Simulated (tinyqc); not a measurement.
Octagonal on-chip spiral inductor, lumped pi model: two steps of the calculation.

Outer diameter do = di + 2 n wd + 2 (n - 1) sp, mean da = (do + di)/2, fill p = (do - di)/(do + di), length l = 3.314 n da. L = 2.25 mu0 n^2 da/(1 + 3.55 p), mu0 = 4 pi 1e-7 H/m. Rs = rho l/(wd delta (1 - exp(-th/delta))), delta = sqrt(rho/(pi f mu0)). Cs = n wd^2 eps0 eo/hu across the coil. At each end Cox = l wd eps0 eo/(2 ho) leads to the substrate branch Rsi = 2 rs he/(l wd) in parallel with Csi = l wd eps0 11.7/(2 he). With one end grounded Y = 1/(Rs + i w L) + i w Cs + 1/[1/(i w Cox) + 1/(1/Rsi + i w Csi)], w = 2 pi f; Q = -Im Y/Re Y. Eddy currents in neighbouring turns and in the substrate are left out.

Inputs (values chosen for the exercise); values of the order met in silicon radio-frequency processes: number of turns n = 1.5; line width wd = 6 um; space between turns sp = 3 um; inner diameter di = 40 um; metal thickness th = 4 um; metal resistivity rho = 3 uohm cm; oxide below the coil ho = 7 um; oxide between coil and underpass hu = 1 um; relative permittivity of the oxide eo = 4.1; substrate resistivity rs = 10 ohm cm; effective spreading depth in the substrate he = 50 um; frequency f = 8.2 GHz.

Constants: eps0 = 8.8541878128e-12 F/m. Results are converted to the units shown.

Task 1. Geometry and model elements. do, l, L, delta, Rs, Cs, Cox, Rsi and Csi as defined.

Find: do; l; L; delta; Rs; Cs; Cox; Rsi; Csi.

Result 1.

do = 61.00 um
l = 251.0 um
L = 0.1848 nH
delta = 0.9627 um
Rs = 1.325 ohm
Cs = 1.960 fF
Cox = 3.906 fF
Rsi = 6639 ohm
Csi = 1.560 fF

Task 2. Admittance, quality factor and apparent inductance. Series branch 1/(Rs + i w L), substrate branch, total Y, Q = -Im Y/Re Y, apparent inductance Im(1/Y)/w, metal-only value w L/Rs, share of the loss in the substrate Re(substrate branch)/Re Y.

L = 0.18483611 nH
Rs = 1.3246360 ohm
Cs = 1.9603172 fF
Cox = 3.9056286 fF
Rsi = 6639.1672 ohm
Csi = 1.5603463 fF

Give: series branch; substrate branch; Y; Q; apparent inductance; w L/Rs; share of the loss in the substrate.

Result 2.

series branch = 14.33-103.01i mS
substrate branch = 0.059796+0.089425i mS
Y = 14.39-102.82i mS
Q = 7.1461
apparent inductance = 0.18514 nH
w L/Rs = 7.1893
share of the loss in the substrate = 0.41558 %

Q is 99.4 % of the metal-only value.

Computed by the program tinyqc: `OMP_NUM_THREADS=1 python tinyqc.py 2302175 2302176 out.jsonl`, one thread of a shared Intel Xeon 2.30GHz, about 0.01 s for the whole run.
